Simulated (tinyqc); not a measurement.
Inside a calculation: exciton in an atomically thin sheet (Rytova-Keldysh potential). Values are carried at full precision from step to step, so a last printed digit may differ when a step is redone from the rounded ones.

Constants: Ry = 13.60569312 eV; a0 (Bohr radius) = 0.5291772105 angstrom; hbar^2/2m0 = 3.80998211 eV angstrom^2; e^2/(4 pi eps0) = 14.39964547 eV angstrom.

Parameters, chosen for this exercise (near those of a MoTe2 monolayer; not measured data): me = 0.573 m0 (electron mass); mh = 0.589 m0 (hole mass); kap = 2.45 (mean dielectric constant of the surroundings); Eg = 1.374 eV (gap, in these surroundings); al = (0.001, 0.0045, 0.0202) 1/angstrom^2 (exponents a_i); r0 = 70.9 angstrom (screening length of the sheet).

## Exciton units

1/mu = 1/me + 1/mh, Ry* = Ry mu/kap^2, a* = a0 kap/mu.

mu = 0.29044 m0
Ry* = 658.343 meV
a* = 4.46 angstrom

## Hydrogen-like series

Binding Ry*/n^2 in three dimensions and Ry*/(n - 1/2)^2 in two; strengths relative to n = 1 go as 1/n^3 and (1/2)^3/(n - 1/2)^3. Lines at Eg less the binding.

Series:
```
n  3D binding (meV)  3D line (eV)  3D strength  2D binding (meV)  2D line (eV)  2D strength
1            658.34        0.7157       1.0000           2633.37       -1.2594       1.0000
2            164.59        1.2094       0.1250            292.60        1.0814       0.0370
3             73.15        1.3009       0.0370            105.33        1.2687       0.0080
4             41.15        1.3329       0.0156             53.74        1.3203       0.0029
```

The two-dimensional value exceeds the gap: with bare Coulomb screening the model fails here, and the screening of the sheet itself is needed.

## Overlap and kinetic matrices

Relative motion in the plane with V(k) = -2 pi q/(k (kap + r0 k)), q = e^2/(4 pi eps0), c = hbar^2/2m0. Normalised Gaussians exp(-a_i r^2): with A = a_i + a_j, S_ij = 2 sqrt(a_i a_j)/A, T_ij = (4c/mu)(a_i a_j/A) S_ij, V_ij = -q S_ij times the integral over k from 0 to infinity of exp(-k^2/4A)/(kap + r0 k).

Form S and T.

S, lower triangle:
```
         1        2        3
1  1.00000
2  0.77139  1.00000
3  0.42400  0.77200  1.00000
```

T (eV), lower triangle:
```
         1        2        3
1  0.02624
2  0.03312  0.11806
3  0.02120  0.14907  0.52996
```

## Potential matrix

Evaluate the integrals numerically.

V (eV), lower triangle:
```
          1         2         3
1  -0.22835
2  -0.23167  -0.33875
3  -0.17382  -0.32667  -0.46657
```

## Levels in the small basis

Solve (T + V) u = E S u; give the two lowest levels and the ground vector with u S u = 1 and its largest component positive.

levels (eV): -0.2341  -0.0550

ground vector: 0.440  0.569  0.073

## The converged series

Converged values use 20 Gaussians with exponents 2^i/b^2, i = -11 to 8, b the larger of a0 kap/(2 mu) and sqrt(a0 r0/mu), a0 = 0.5291772 angstrom; p states use r exp(i theta) exp(-a r^2).

Levels against the two-dimensional hydrogen series Ry*/(n - 1/2)^2; eps_n is the dielectric constant that would give each level in that series.

Series:
```
state  binding (meV)  hydrogen (meV)  eps_n  Eg + E (eV)
1s             234.7          2633.4   8.21        1.139
2p             113.4           292.6   3.94        1.261
2s              89.4           292.6   4.43        1.285
3p              57.7           105.3   3.31        1.316
3s              48.3           105.3   3.62        1.326
```

eps_n falls from 8.21 (1s) to 3.62 (3s) towards kap = 2.45: larger orbits see less of the sheet. 2p is bound 24.0 meV more strongly than 2s, which pure Coulomb attraction keeps degenerate. The small basis misses the 1s binding by 0.6 meV.

## Checks

- 1s binding for r0 = 0 against 4 Ry*, meV: 2632 against 2633.
- 2p binding for r0 = 0 against 4 Ry*/9, meV: both 292.6.

Computed by tinyqc, a small Python program: `OMP_NUM_THREADS=1 python tinyqc.py 1251839 1251840 out.jsonl` (the numbers bound the seed that draws the inputs); one thread of a shared host (Intel(R) Xeon(R) Processor @ 2.30GHz), about 0.03 s for the whole set of steps.
